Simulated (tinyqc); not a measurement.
# Single-band model of a thermoelectric material, step by step

A worked calculation. Computed by tinyqc, a small Python program that keeps every step. Command: `OMP_NUM_THREADS=1 python tinyqc.py 3031602 3031603 out.jsonl thermo walk`. One thread of a shared host (Intel(R) Xeon(R) Processor @ 2.30GHz), about 0.01 s of CPU time with the checks. Intermediate numbers are printed to about 5 digits and carried at full precision; extremes and crossings named in words are read from the listed rows.

One spherical band, one scattering law, no minority carriers and no phonon drag. In a real material minority carriers limit |S| to about E_g/(2 e T), so larger values are formal. eta = E_F/(k_B T) is counted from the band edge; f = 1/(1 + exp(x - eta)).

Inputs (values chosen for the exercise, modelled on n-type Mg3Sb2): density-of-states mass m = 1.1 m_0; mobility parameter mu_300 = 270 cm^2/(V s); temperature exponent p = 1.5; lattice thermal conductivity kappa_L = 0.82 W/(m K); carrier density n = 5.5e+18 1/cm^3; temperature T = 500 K.

Band: parabolic. Scattering: acoustic phonons, r = -0.5.

Constants: m_0 = 9.1093837015e-31 kg; k_B = 1.380649e-23 J/K; hbar = 1.054571817e-34 J s; k_B = 8.617333262e-05 eV/K; e = 1.602176634e-19 C.

## Fermi level

With x = E/(k_B T), a = alpha k_B T (0 for a parabolic band), G = x (1 + a x), D = 1 + 2 a x and <y> = int y f (1 - f) dx, f = 1/(1 + exp(x - eta)): tau = tau_0 G^r/D; transport function s = G^(3/2 + r)/D^2; n = N_0 <G^(3/2)> with N_0 = (2 m k_B T)^(3/2)/(3 pi^2 hbar^3). Integrals over x = E/(k_B T) use 160 Gauss-Legendre points in u = sqrt(x) from 0 to sqrt(max(eta, 0) + 32). Solve for eta.

N_0 = 4.6860e+19 1/cm^3

reduced Fermi level eta = -2.3959

## Transport integrals

The formulas are those given above.

<s> = 0.087177

<x s> = 0.17819

<x^2 s> = 0.54048

<G^(3/2)> = 0.11737

<G^(3/2 + 2r)/D^4> = 0.075885

## Coefficients

sigma = e mu_0 N_0 <s> with mu_0 = e tau_0/m = mu_300 (T/300 K)^(-p); |S| = (k_B/e)(<x s>/<s> - eta); Lorenz number L = (k_B/e)^2 (<x^2 s>/<s> - (<x s>/<s>)^2); kappa_e = L sigma T; zT = S^2 sigma T/(kappa_L + kappa_e). Hall factor r_H = <G^(3/2)> <G^(3/2 + 2r)/D^4>/<s>^2; drift mobility sigma/(n e) with n = N_0 <G^(3/2)>; power factor S^2 sigma.

conductivity sigma = 82.130 S/cm

Seebeck coefficient |S| = 382.60 microvolt/K

Lorenz number L = 1.5014 1e-8 V^2/K^2

drift mobility = 93.202 cm^2/(V s)

Hall factor r_H = 1.1720

power factor = 12.023 microwatt/(cm K^2)

kappa_e = 0.061653 W/(m K)

zT = 0.68182

L is 61 % of the degenerate value pi^2/3 (k_B/e)^2 = 2.443; the classical limit for this r is (r + 5/2)(k_B/e)^2 = 1.485. The charge carriers transport 7 % of the heat.

## Limiting formulas for the Seebeck coefficient

Classical: |S| = (k_B/e)[r + 5/2 - ln(n/N_c)], N_c = (3 sqrt(pi)/4) N_0. Degenerate (Mott): |S| = (pi^2/3)(k_B/e)(r + 3/2)/eta_F, eta_F = (n/N_0)^(2/3).

Seebeck coefficients:
```
formula        |S| (microvolt/K)  deviation (%)
full integral              382.6           0.00
classical                  381.5          -0.29
degenerate                1182.6         209.10
```

At eta = -2.40 the classical formula is the closer one, off by 0.29 %; the other is out of its range.

## Best doping

Quality factor B = (k_B/e)^2 e mu_0 N_0 T/kappa_L; zT and the power factor are maximised over eta between -8 and 30.

quality factor B = 0.42658

eta of the largest zT = -0.60027

density of the largest zT = 2.9018e+19 1/cm^3

largest zT = 1.0720

|S| at the largest zT = 243.83 microvolt/K

eta of the largest power factor = 0.66812

density of the largest power factor = 7.8439e+19 1/cm^3

largest power factor = 28.406 microwatt/(cm K^2)

The sample is underdoped by a factor 5.28 and reaches 64 % of the best zT. zT peaks at a density 2.70 times lower than the power factor, because kappa_e grows with n.

## Against the Fermi level

The formulas are those given above.

The same material at other dopings:
```
eta  n (1/cm^3)  |S| (microvolt/K)  sigma (S/cm)  power factor (microwatt/(cm K^2))      zT
-4   1.1336e+18             517.82    1.7099e+01                              4.585  0.2753
-3   3.0482e+18             432.97    4.5774e+01                              8.581  0.5023
-2   8.0543e+18             350.24    1.1958e+02                             14.669  0.8058
-1   2.0419e+19             272.49    2.9513e+02                             21.913  1.0457
0    4.7663e+19             204.50    6.5302e+02                             27.310  1.0140
1    9.8150e+19             150.88    1.2372e+03                             28.164  0.7467
2    1.7590e+20             112.39    2.0038e+03                             25.311  0.4723
4    4.0562e+20              68.22    3.7855e+03                             17.615  0.1841
6    7.1303e+20              46.95    5.6550e+03                             12.463  0.0870
10   1.5003e+21              28.35    9.4211e+03                              7.569  0.0317
```

|S| falls and sigma rises with eta, so their product S^2 sigma peaks: among these rows at eta = 1, and zT at eta = -1, where |S| = 272 microvolt/K. zT stays above 90 % of its best row from n = 2.0e19 to 4.8e19 per cm^3.

Checks made by the program: |S| against (k_B/e)[(r + 5/2) F_(r+3/2)/((r + 3/2) F_(r+1/2)) - eta] by adaptive quadrature (relative difference below 1e-10).
